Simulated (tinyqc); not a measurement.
Worked calculation: MOS capacitor with interface traps: C-V stretch-out, conductance peak and subthreshold swing. Computed by tinyqc, a small Python program that keeps every step. Command: `OMP_NUM_THREADS=1 python tinyqc.py 3002759 3002760 out.jsonl mostraps walk`. One thread of a shared host (Intel(R) Xeon(R) Processor @ 2.30GHz), about 0.01 s of CPU time with the checks. Intermediate numbers are printed to about 7 digits and carried at full precision; extremes and crossings named in words are read from the listed rows.

Energies at the interface are counted from the valence band. psi > 0 means bending towards depletion, so the surface potential is +psi. Boltzmann statistics, full ionisation, no quantum confinement. Traps are neutral when filled up to E_n, with a sharp (zero-temperature) occupation.

Inputs (values chosen for the exercise, for a model semiconductor):
```
quantity                              value         unit
gap E_g                                1.34           eV
electron mass m_e                    0.0517          m_0
valleys M_c                               1            -
hole mass m_h                         0.581          m_0
dielectric constant eps_s              9.28            -
doping N                            1.3e+15        cm^-3
insulator constant eps_ox              7.38            -
insulator thickness t_ox                 14           nm
work-function difference phi_ms       -0.64            V
fixed charge N_f                    6.2e+11        cm^-2
trap density D_0                    2.8e+11  cm^-2 eV^-1
neutrality level E_n                   0.54           eV
capture cross-section sigma           4e-15         cm^2
band bending towards depletion psi     0.73            V
temperature T                           300            K
edge density D_1                    1.1e+13  cm^-2 eV^-1
tail width w                          0.083           eV
```

Substrate: p-type. Trap spectrum: U-shaped.

Constants: m_0 = 9.1093837015e-31 kg; k_B = 1.380649e-23 J/K; h = 6.62607015e-34 J s; k_B = 8.617333262e-05 eV/K; eps_0 = 8.8541878128e-12 F/m; e = 1.602176634e-19 C.

## Substrate and insulator

N_c = 2 M_c (2 pi m_e k_B T/h^2)^(3/2) and N_v = 2 (2 pi m_h k_B T/h^2)^(3/2), masses in units of m_0. n_i = sqrt(N_c N_v) exp(-E_g/2 k_B T); E_F = k_B T ln(N_v/N); phi_B = (k_B T/e) ln(N/n_i); L_D = sqrt(eps_s eps_0 k_B T/(e^2 N)); C_ox = eps_ox eps_0/t_ox.

k_B T = 0.02585200 eV

n_i = 1.005350e+07 cm^-3

bulk E_F = 0.2340515 eV

phi_B = 0.4828561 V

Debye length L_D = 100.9877 nm

C_ox = 0.4667422 microF/cm^2

effective density of states of the majority band = 1.111313e+19 cm^-3

## Charges at the given band bending

With u = psi/k_B T and r = (n_i/N)^2: F = sqrt(exp(-u) + u - 1 + r (exp(u) - u - 1)); Q_s = -sign(u) sqrt(2) eps_s eps_0 (k_B T/e) F/L_D; C_s = (eps_s eps_0/(sqrt(2) L_D)) |1 - exp(-u) + r (exp(u) - 1)|/F; at high frequency, below strong inversion, the terms in r are dropped. D(E) = D_0 + D_1 [exp(-E/w) + exp(-(E_g - E)/w)]. E_F at the interface is E_s = E_F + psi; Q_it = -e int from E_n to E_s of D(E) dE; C_it = e D(E_s) (per volt); V_G = phi_ms + psi - (Q_s + Q_it + e N_f)/C_ox.

E_s = 0.9640515 eV

Q_s = -0.01552469 microC/cm^2

C_s = 0.01102491 microF/cm^2

C_s at high frequency = 0.01102372 microF/cm^2

D(E_s) = 3.987461e+11 cm^-2 eV^-1

Q_it = -0.02080887 microC/cm^2

C_it = 0.06388617 microF/cm^2

gate voltage V_G = -0.04498112 V

The traps hold negative charge because E_s lies above E_n. Caution: traps deeper than about 24 k_B T and minority carriers reach equilibrium slowly or not at all, so the charges here are limits for very slow sweeps.

## Capacitances, high-low extraction and swing

C_LF = [1/C_ox + 1/(C_s + C_it)]^-1; C_HF = [1/C_ox + 1/C_s(HF)]^-1; high-low estimate D = [(1/C_LF - 1/C_ox)^-1 - (1/C_HF - 1/C_ox)^-1]/e; stretch-out |dV_G/d psi| = 1 + (C_s + C_it)/C_ox; swing factor at this bending (the subthreshold swing when psi lies between phi_B and 2 phi_B) S = ln(10) (k_B T/e)(1 + (C_s(HF) + C_it)/C_ox).

C_LF = 0.06455082 microF/cm^2

C_HF = 0.01076937 microF/cm^2

high-low estimate of D = 3.987535e+11 cm^-2 eV^-1

stretch-out = 1.160498

swing factor S = 69.08014 mV/decade

The traps add 8.15 mV/decade to the swing, whose thermal limit is 59.5.

## Conductance peak

v = sqrt(3 k_B T/m) with the majority mass; surface density n_s = N exp(-psi/k_B T); tau = 1/(sigma v n_s); for a continuum of levels G_p/omega = C_it ln(1 + omega^2 tau^2)/(2 omega tau), which peaks at omega tau = 1.98, the frequency 1.98/(2 pi tau); potential fluctuations are left out.

v = 1.532252e+07 cm/s

n_s = 708.7337 cm^-3

trap time constant = 23021.13 s

peak frequency = 1.368859e-05 Hz

peak of G_p/omega = 0.02570595 microF/cm^2

Caution: near and beyond midgap the traps also exchange with the minority band, so this majority-carrier time constant and peak do not apply.

## The C-V curve with and without traps

C/C_ox = 1/(1 + C_ox/(C_s + C_it)) at low frequency; without traps C_it = Q_it = 0; the high-frequency column uses C_s(HF) alone.

Along the curve:
```
psi (V)  E_s (eV)    V_G (V)  V_G, no traps (V)  C_LF/C_ox  C_LF/C_ox, no traps  C_HF/C_ox  D (cm^-2 eV^-1)
-0.0646  0.169452  -1.012046         -0.9361916  0.5131147            0.3185922  0.3185922     1.708059e+12
0.0129   0.246952  -0.881561         -0.8378499  0.3043263            0.1294071  0.1294071     8.413632e+11
0.1450   0.379052  -0.712414         -0.6941385  0.1614729            0.0540906  0.0540906     3.943960e+11
0.2820   0.516052  -0.553228         -0.5507649  0.1251005            0.0376832  0.0376832     3.024739e+11
0.4180   0.652052  -0.398829         -0.4100041  0.1151820            0.0306779  0.0306779     2.870266e+11
0.5550   0.789052  -0.244220         -0.2689924  0.1139361            0.0265229  0.0265229     2.952250e+11
0.6920   0.926052  -0.088787         -0.1284743  0.1275662            0.0237076  0.0237071     3.552194e+11
0.8290   1.063052   0.073562          0.0116998  0.2016585            0.0217416  0.0216364     6.711140e+11
0.9660   1.200052   0.274080          0.1521381  0.4553694            0.0389691  0.0200308     2.317599e+12
```

The same range of bending takes 1.286 V with traps and 1.088 V without: a stretch-out of 18.2 %. The minimum of C_LF/C_ox among these rows rises from 0.022 to 0.114. Fixed charge shifts both curves rigidly by -0.213 V, while the shift from trap charge changes sign where E_s passes E_n. Caution: with a gap of more than 50 k_B T deep traps and minority carriers reach equilibrium slowly or not at all, so this curve is a limit for very slow sweeps.

Checks made by the program: C_s against a finite difference of Q_s (relative difference below 1e-10); C_it against a finite difference of Q_it (relative difference 7e-10).
